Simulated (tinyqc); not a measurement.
# Hexagonal on-chip spiral inductor, lumped pi model: what changes with what

Outer diameter do = di + 2 n wd + 2 (n - 1) sp, mean da = (do + di)/2, fill p = (do - di)/(do + di), length l = 3.464 n da. L = 2.33 mu0 n^2 da/(1 + 3.82 p), mu0 = 4 pi 1e-7 H/m. Rs = rho l/(wd delta (1 - exp(-th/delta))), delta = sqrt(rho/(pi f mu0)). Cs = n wd^2 eps0 eo/hu across the coil. At each end Cox = l wd eps0 eo/(2 ho) leads to the substrate branch Rsi = 2 rs he/(l wd) in parallel with Csi = l wd eps0 11.7/(2 he). With one end grounded Y = 1/(Rs + i w L) + i w Cs + 1/[1/(i w Cox) + 1/(1/Rsi + i w Csi)], w = 2 pi f; Q = -Im Y/Re Y. Eddy currents in neighbouring turns and in the substrate are left out.

Values chosen for this exercise; values of the order met in silicon radio-frequency processes:
```
symbol  value     unit                                     meaning
n         2.5                                      number of turns
wd          6       um                                  line width
sp        1.5       um                         space between turns
di        100       um                              inner diameter
th        0.9       um                             metal thickness
rho       1.9  uohm cm                           metal resistivity
ho          9       um                        oxide below the coil
hu        1.1       um            oxide between coil and underpass
eo        3.9                   relative permittivity of the oxide
rs         10   ohm cm                       substrate resistivity
he         80       um  effective spreading depth in the substrate
f         1.2      GHz                                   frequency
```

Constants: eps0 = 8.8541878128e-12 F/m. Results are converted to the units shown.

Each table varies one quantity; the others keep the values above.

## Quality factor against frequency

Apparent inductance Im(1/Y)/w; share of the loss Re(substrate branch)/Re Y.

Quality factor against frequency:
```
f (GHz)  Rs (ohm)  w L/Rs       Q  apparent inductance (nH)  loss in the substrate (%)
0.94       4.3301  1.8736  1.8716                    1.3742                   0.023079
1.5        4.5450  2.8485  2.8400                    1.3753                    0.11468
2.5        4.8558  4.4436  4.3970                    1.3781                    0.62584
4.1        5.2596  6.7280  6.4885                    1.3842                     2.6618
6.7        5.7991  9.9717  8.9455                    1.3977                     8.4983
11         6.5381  14.521  10.993                    1.4325                     20.777
18         7.5413  20.601  11.113                    1.5321                     39.488
29         8.8662  28.230  8.3037                    1.8589                     59.668
48         10.783  38.420  2.3830                    4.3138                     77.107
```

Q goes from 1.87 through a maximum of 11.1 (at f = 18 GHz among the rows listed) to 2.38; the exact peak is 11.4 at 14.5 GHz and Q reaches zero at the self-resonance, 56.3 GHz. The share of the substrate rises from 0.0231 to 77.1 %, and the apparent inductance ends at 3.14 times L. At the peak the substrate takes 30.7 % of the loss. For f = 29, 48 the coil is longer than 0.15 of a wavelength in the oxide, where one lumped section is rough.

## Effect of the metal thickness

Same model as above.

Peak Q and its frequency from a search over f; self-resonance where Im Y = 0; Q at the given f (negative beyond resonance).

The same in every row: L (nH) = 1.374; do (um) = 134.5.

Effect of the metal thickness:
```
th (um)  peak Q  f of the peak (GHz)  self-resonance (GHz)  Q at f
0.5       9.263                17.29                 56.29   1.422
0.9       11.40                14.52                 56.29   2.331
1.5       12.81                12.55                 56.29   3.394
2         13.32                11.70                 56.29   4.066
3         13.70                10.90                 56.29   4.998
4         13.79                10.63                 56.29   5.563
6         13.81                10.52                 56.29   6.114
9         13.81                10.51                 56.29   6.364
```

As th goes from 0.5 to 9, L stays at 1.37 nH, the peak Q rises from 9.26 to 13.8, its frequency falls from 17.3 to 10.5 GHz and the self-resonance stays near 56.3 GHz. Once th exceeds a few skin depths Rs no longer falls.

Numbers from tinyqc (`OMP_NUM_THREADS=1 python tinyqc.py 2302249 2302250 out.jsonl`; about 0.01 s on one thread of a shared Intel Xeon 2.30GHz).
